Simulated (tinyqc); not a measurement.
Balance functions: hot carriers by balance equations with a heated Maxwellian. Computed by tinyqc, a small Python program. Command: `OMP_NUM_THREADS=1 python tinyqc.py 3020651 3020652 out.jsonl hot walk`. One thread of a shared host (Intel(R) Xeon(R) Processor @ 2.30GHz), about 0.02 s of CPU time with the checks.

The carriers follow a Maxwellian at an electron temperature T_e, slightly displaced; the drift energy is neglected against k_B T_e. The balance averages the rate, not the time, so mu_0 lies below the relaxation-time value.

Inputs (values chosen for the exercise, modelled on holes in silicon): effective mass m = 0.489 m_0; density rho = 2329 kg/m^3; sound velocity v_l = 9160 m/s; acoustic deformation potential D_A = 6 eV; phonon energy hbar w = 62 meV; optical or intervalley deformation potential D_o = 8.2 1e8 eV/cm; final valleys Z_f = 1; lattice temperature T = 500 K.

Band: parabolic. Solver: damped fixed point.

Constants: k_B = 8.617333262e-05 eV/K; k_B = 1.380649e-23 J/K; e = 1.602176634e-19 C; hbar = 1.054571817e-34 J s; m_0 = 9.1093837015e-31 kg; hbar = 6.582119569e-16 eV s.

Method:
- Parabolic band: E = hbar^2 k^2/(2 m), speed v = hbar k/m, states per spin, volume and energy g(E) = m k/(2 pi^2 hbar^2). Masses are multiplied by m_0 and all formulas are in SI units.
- Phonon occupation N_q = 1/(exp(hbar w/(k_B T)) - 1).
- Acoustic deformation potential (elastic, equipartition, absorption and emission together): 1/tau = 2 pi k_B T D_A^2 g(E)/(hbar rho v_l^2).
- Optical or intervalley deformation potential: 1/tau = (pi Z_f D_o^2/(rho w)) [N_q g(E + hbar w) + (N_q + 1) g(E - hbar w)], with g = 0 below the band edge.
- Averages over the Maxwellian, <y> = int y x^(1/2) exp(-x) dx / int x^(1/2) exp(-x) dx with x = E/(k_B T_e), split at x_0 = hbar w/(k_B T_e): 64 Gauss-Legendre points in sqrt(x) below it and 128 in sqrt(x - x_0) above it, up to x = 32. Momentum balance: mu(T_e) = e/(m nu), nu = <x (sum of rates)>/<x>. Power lost per carrier: P(T_e) = hbar w <emission rate - absorption rate> + <(2 m v_l^2/(k_B T)) (E - 2 k_B T) acoustic rate>.
- The field that sustains T_e follows from e mu F^2 = P.

Against the electron temperature:
```
T_e (K)  mu (cm^2/(V s))  P optical (1e9 eV/s)  P acoustic (1e9 eV/s)  F (kV/cm)  drift velocity (1e7 cm/s)
550               310.19                 17.30             3.2411e-01       7.54                    0.23383
650               275.42                 50.91             1.0570e+00      13.74                    0.37831
800               239.46                 97.98             2.3453e+00      20.47                    0.49014
1000              207.79                154.39             4.3703e+00      27.64                    0.57435
1500              163.36                270.46             1.0705e+01      41.49                    0.67772
2500              123.14                440.86             2.7640e+01      61.68                    0.75954
4000               96.01                625.47             6.1184e+01      84.57                    0.81196
6000               77.84                812.53             1.1775e+02     109.32                    0.85094
```

Optical phonons take 98 % of the power in the first row and 87 % in the last. The velocity grows as F^0.80 at first and as F^0.18 at the end, so it levels off; if optical phonons alone set both balances the limit at high T_e would be sqrt(3 hbar w tanh(hbar w/2 k_B T)/(4 m)) = 1.02 in the same unit. Rows above 1400 K (k_B T_e > 0.12 eV) stretch the parabolic band.
